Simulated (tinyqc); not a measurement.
Worked calculation: coherent potential approximation for a binary alloy with a semi-elliptic band. Values are carried at full precision from step to step, so a last printed digit may differ when a step is redone from the rounded ones.

Site levels eA = -x d (share 1 - x) and eB = (1 - x) d (share x), so that their mean, the virtual crystal, is 0. Pure band: G0(z) = 2 (z - sqrt(z - W) sqrt(z + W))/W^2 with principal roots, density -Im G/pi per site. The medium has a self-energy S(z), G = G0(z - S), z = E + i eta. t_i = (e_i - S)/(1 - (e_i - S) G); the CPA demands <t> = (1 - x) tA + x tB = 0. Iteration: start at S = 0, set S(new) = S + <t>/(1 + <t> G), stop when |<t>| < 1e-9 eV.

Constants: hbar = 6.58211957e-16 eV s.

Inputs chosen for the exercise:
- W = 2.8 eV (half width of the pure band)
- x = 0.45 (fraction of B)
- d = 1.03 eV (eB - eA)
- eta = 0.056 eV (broadening)
- E = -2.23 eV (energy)

## First step: the average t-matrix

With S = 0 form G, tA, tB, <t> and the new S.

eA, eB (eV): -0.4635  0.5665

G = -0.55009-0.41831i 1/eV

tA, tB (eV): -0.5827-0.1516i  0.4183-0.0756i

<t> = -0.1322-0.1174i eV
S after one step = -0.1407-0.0982i eV

## The self-consistent medium

Iterate.

Iterations:
```
i             S (eV)           G (1/eV)  |<t>| (eV)
0            0.00000  -0.55009-0.41831i       0.177
1  -0.14070-0.09821i  -0.48923-0.43982i      0.0131
2  -0.13211-0.08827i  -0.49382-0.43949i    0.000872
3  -0.13250-0.08905i  -0.49352-0.43944i    5.85e-05
4  -0.13249-0.08899i  -0.49354-0.43945i    3.92e-06
5  -0.13249-0.08899i  -0.49354-0.43944i    2.63e-07
6  -0.13249-0.08899i  -0.49354-0.43944i    1.76e-08
7  -0.13249-0.08899i  -0.49354-0.43944i    1.18e-09
8  -0.13249-0.08899i  -0.49354-0.43944i    7.92e-11
```

S = -0.13249-0.08899i eV
G = -0.49354-0.43944i 1/eV

Converged at i = 8. The first step gave -0.1407-0.0982i eV.

## Densities on A and B, and the lifetime

G_i = G/(1 - (e_i - S) G); densities -Im G_i/pi; their weighted sum must be -Im G/pi. Lifetime hbar/(2 |Im S|), which has a meaning only while |Im S| is small against W. Weak-scattering value of S: x (1 - x) d^2 G.

densities (1/eV): on A 0.1973, on B 0.0697, weighted sum 0.1399, medium 0.1399

lifetime = 3.70 fs
weak-scattering S = -0.1296-0.1154i eV

An A site carries the larger density here, by a factor 2.83; the weak-scattering value is 17 % from S.

## Checks

- Weighted sum of the partial densities against the density of the medium: both 0.13988.

Computed by tinyqc, a small Python program: `OMP_NUM_THREADS=1 python tinyqc.py 1481349 1481350 out.jsonl` (the numbers bound the seed that draws the inputs); one thread of a shared host (Intel(R) Xeon(R) Processor @ 2.30GHz), about 0.01 s for the whole set of steps.
